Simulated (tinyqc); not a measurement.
Polytypes and stacking faults of a tetrahedral semiconductor in an axial Ising model with couplings up to third neighbours. Changing the binding energy of the fault level E_b. Computed by tinyqc, a small Python program. Command: `OMP_NUM_THREADS=1 python tinyqc.py 3029909 3029910 out.jsonl polytype sweep`. One thread of a shared host (Intel(R) Xeon(R) Processor @ 2.30GHz), about 0.02 s of CPU time with the checks.

Each double layer has s = +1 or -1 for the sense of its stacking step; E per pair of atoms = E0 - sum_n J_n <s_i s_(i+n)>, n = 1, 2, 3. Hexagonality h = (1 - <s_i s_(i+1)>)/2.

Inputs (values chosen for the exercise, of the order of those of SiC for J, a, G and the gaps):
```
quantity                                    value      unit
J1                                           2.44  meV/pair
J2                                          -3.43  meV/pair
J3                                          -0.18  meV/pair
basal lattice constant a                     3.08  angstrom
in-plane mass m                              0.37        m0
effective density of states N_c at 300 K  1.6e+19    1/cm^3
electron density n                          3e+17    1/cm^3
temperature T                                 350         K
```

Host polytype: 4H.

fault coefficients k_n:
```
                      J1  J2  J3
single Shockley (31)   0  -4   0
double Shockley (62)  -4  -8   0
Frank-type (32)       -1  -2   3
```

Constants: 1 eV/angstrom^2 = 16.02176634 J/m^2; m_0 = 9.1093837015e-31 kg; hbar = 1.054571817e-34 J s; k_B = 1.380649e-23 J/K; k_B = 8.617333262e-05 eV/K.

Method:
- Faults in 4H: the sequences single Shockley (31) (+++-), double Shockley (62) (++++++--), Frank-type (32) (+++--) are put between perfect repeats; k_n = (layers x C_n of the host) - sum_i s_i s_(i+n). gamma = sum k_n J_n/A, A = (sqrt 3/2) a^2; 1 meV/angstrom^2 = 16.02177 mJ/m^2.
- The fault binds electrons in a two-dimensional band E_b below the conduction edge, g2 = m m0/(pi hbar^2) for one valley. With the Fermi level held by the bulk, eta = ln[n/N_c(T)], N_c(T) = N_c (T/300)^1.5, the grand potential falls by g2 (k_B T)^2 F1(x), x = eta + E_b/(k_B T), F1(x) = integral from 0 to infinity of ln(1 + exp(x - t)) dt; sheet density g2 k_B T ln(1 + e^x). Band bending by the trapped charge is left out, so the gain is an upper bound.
- Net fault energy = gamma of the single Shockley (31) fault less the electronic gain.

One run for each value; columns: (1) binding energy of the fault level E_b (eV); (2) electronic gain (mJ/m^2); (3) sheet density (1/cm^2); (4) net fault energy (mJ/m^2):
```
(1)          (2)         (3)     (4)
0.05  1.7257e-02  3.5048e+11  26.739
0.13  2.0187e-01  3.4761e+12  26.555
0.21  1.2113e+00  1.3130e+13  25.545
0.29  3.6629e+00  2.5228e+13  23.094
0.36  7.0975e+00  3.6029e+13  19.659
0.52  1.9503e+01  6.0756e+13   7.254
0.60  2.8083e+01  7.3121e+13  -1.326
```

Give the missing row, binding energy of the fault level E_b (eV) = 0.44.

Computed row; columns: (1) binding energy of the fault level E_b (eV); (2) electronic gain (mJ/m^2); (3) sheet density (1/cm^2); (4) net fault energy (mJ/m^2):
```
(1)          (2)         (3)     (4)
0.44  1.2508e+01  4.8392e+13  14.249
```

Interpolating between the two neighbouring rows (the first column on a logarithmic scale, the others too where they are positive) misses most in net fault energy (mJ/m^2), by 20 %. Over the rows, electronic gain (mJ/m^2) rises from 0.0173 to 28.1 (exponent d ln y / d ln x between 2.5 and 3.7); sheet density (1/cm^2) rises from 3.50e11 to 7.31e13 (exponent d ln y / d ln x 2.4 between the first rows and 1.3 between the last); net fault energy (mJ/m^2) falls from 26.7 to -1.33. The gain grows as exp(E_b/(k_B T)) while the well is empty and as (E_b + eta k_B T)^2 once it is degenerate; thicker faults bind more deeply.

Extremes, crossings and ranges named in words are read from the listed rows.
